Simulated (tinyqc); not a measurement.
Worked calculation: bound state in one dimension: Numerov shooting, finite differences, DVR. Computed by tinyqc, a small Python program that keeps every step. Settings: points = 48. Command: `OMP_NUM_THREADS=1 python tinyqc.py 25743 25744 out.jsonl` (the two numbers bound the seeds that draw the settings). One thread of a shared host (Intel(R) Xeon(R) Processor @ 2.60GHz), about 0.01 s of CPU time with the checks.

## Numerov steps at E = 0.1

One particle of mass 1 in V = 1.31^2 x^2/2 + 0 x^4 (atomic units), psi = 0 at both ends:
```
parameter                 value
left end              -4.500000
right end              4.500000
intervals                    48
h                      0.187500
state sought (nodes)          1
```

k_i = 2 m (E - V_i); (1 + h^2 k_(i+1)/12) y_(i+1) = 2 (1 - 5 h^2 k_i/12) y_i - (1 + h^2 k_(i-1)/12) y_(i-1), from y_0 = 0, y_1 = 0.001.

Points along the way:
```
i          x         V          k          y
0   -4.50000  17.37551  -34.55103    0.00000
1   -4.31250  15.95772  -31.71544    0.00100
2   -4.12500  14.60026  -29.00051    0.00320
3   -3.93750  13.30313  -26.40625    0.00890
4   -3.75000  12.06633  -23.93266    0.02341
5   -3.56250  10.88986  -21.57972    0.05873
16  -1.50000   1.93061   -3.66122   76.68001
17  -1.31250   1.47813   -2.75625  113.50794
18  -1.12500   1.08597   -1.97194  161.25568
19  -0.93750   0.75415   -1.30829  220.07954
20  -0.75000   0.48265   -0.76531  288.91818
21  -0.56250   0.27149   -0.34298  365.44543
```

## Bisection on the node count

With more sign changes than the state has nodes (the last point included) the energy is too high, else too low; the bracket starts as 0.1 to 12.

Trials:
```
trial          E  sign changes  y at the right end   next
1      6.0500000             5           -2.42e+01  lower
2      3.0750000             2            9.38e+03  lower
3      1.5875000             1           -6.57e+05  raise
4      2.3312500             2            9.10e+04  lower
5      1.9593750             1           -4.07e+03  raise
6      2.1453125             2            7.92e+04  lower
7      2.0523437             2            4.99e+04  lower
8      2.0058594             2            2.65e+04  lower
9      1.9826172             2            1.22e+04  lower
10     1.9709961             2            4.32e+03  lower
11     1.9651855             2            1.89e+02  lower
12     1.9622803             1           -1.92e+03  raise
13     1.9637329             1           -8.63e+02  raise
14     1.9644592             1           -3.36e+02  raise
...          ...           ...                 ...    ...
29     1.9649234             2            2.53e-03  lower
30     1.9649234             1           -5.47e-03  raise
31     1.9649234             1           -1.47e-03  raise
```

eigenvalue = 1.9649234 hartree

## The same grid by other methods

Three-point finite differences and the sine-DVR kinetic matrix of Colbert and Miller on the same points.

Lowest levels (hartree):
```
state  finite differences      DVR
0                 0.65311  0.65500
1                 1.95552  1.96500
2                 3.25030  3.27500
3                 4.53736  4.58500
```
